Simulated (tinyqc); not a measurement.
# From velocity at theta = 1 back to boundary layer delta

Model: bottom-up copper filling of a trench by curvature-enhanced accelerator coverage. Computed by tinyqc, a small Python program. Command: `OMP_NUM_THREADS=1 python tinyqc.py 3005732 3005733 out.jsonl superfill inv`. One thread of a shared host (Intel(R) Xeon(R) Processor @ 2.30GHz), about 0.01 s of CPU time with the checks.

A rectangular trench keeps vertical walls and a flat floor. An accelerator floats on the surface; where area is lost in the corners it is passed on to the floor.

Inputs (values chosen for the exercise, close to those used for damascene copper plating):
```
quantity,value,unit
exchange current of the suppressed surface i_0,0.02,mA/cm^2
exchange current of the accelerated surface i_1,3.4,mA/cm^2
transfer coefficient alpha,0.51,-
overpotential eta,0.16,V
starting coverage theta_0,0.058,-
cupric ion concentration C,0.21,mol/l
diffusivity D,4.8e-06,cm^2/s
temperature T,298,K
```

Constants: e = 1.602176634e-19 C; N_A = 6.02214076e+23 1/mol; k_B = 8.617333262e-05 eV/K.

Method. Kinetic current i_k = [i_0 (1 - theta) + i_1 theta] exp(alpha eta/(k_B T)), limit i_L = 2 F D C/delta, i = 1/(1/i_k + 1/i_L); velocity v = i Omega/(2F), Omega = 7.11 cm^3/mol, F = e N_A. Depletion inside the trench is ignored.

Task: A run gave the result below. Find the boundary layer delta, known to lie between 18 and 39 um.

velocity at theta = 1 = 12.96514 nm/s

Result:

Each step takes the trial c = (a f_b - b f_a)/(f_b - f_a), f being the result less the target and a, b, c the logarithms of the listed values; c replaces end b, the old b replaces a if the sign of f changed, and otherwise f_a is halved.

Scan of the range:
```
boundary layer delta (um),velocity at theta = 1 (nm/s)
18.0,17.1260
20.5,16.1605
23.3,15.2008
26.5,14.2347
30.1,13.2848
34.3,12.3252
39.0,11.4035
```

False position (Illinois rule, in the logarithm of the input) inside the bracket:
```
step,end a,end b,trial,velocity at theta = 1 (nm/s)
1,30.1000,34.3000,31.4386,12.9631
2,30.1000,31.4386,31.4216,12.9671
3,31.4386,31.4216,31.4300,12.9651
4,31.4216,31.4300,31.4300,12.9651
```

velocity at theta = 1 falls at every point of a 13-point scan of the range (every second point is shown), so one value fits; it is bracketed by 30.1 and 34.3. Answer: boundary layer delta = 31.43 um.
